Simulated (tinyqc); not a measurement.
Size effects in the resistivity of thin metal films and interconnect lines: one step, computed by the program tinyqc.

Electrons lose their drift at surfaces (a share 1 - p of the hits) and at grain boundaries (reflection R), besides bulk scattering. The line sits in a trench with a non-conducting liner on both walls and the bottom; the spacing equals the drawn width.

Problem. Metal cross-section. Metal width w_m = w - 2t, height h_m = (aspect ratio) w - t, grain size D = (ratio) w_m.

Inputs (values chosen for the exercise, modelled on aluminium): drawn line width w = 26 nm; grain size over metal width = 3; aspect ratio (height over width) = 1.5; liner thickness t = 1.3 nm.

Geometry: line.

Give: metal width w_m; metal height h_m; grain size D; share of the trench filled by metal.

Solution.

metal width w_m = 23.4 nm

metal height h_m = 37.7 nm

grain size D = 70.2 nm

share of the trench filled by metal = 87 %
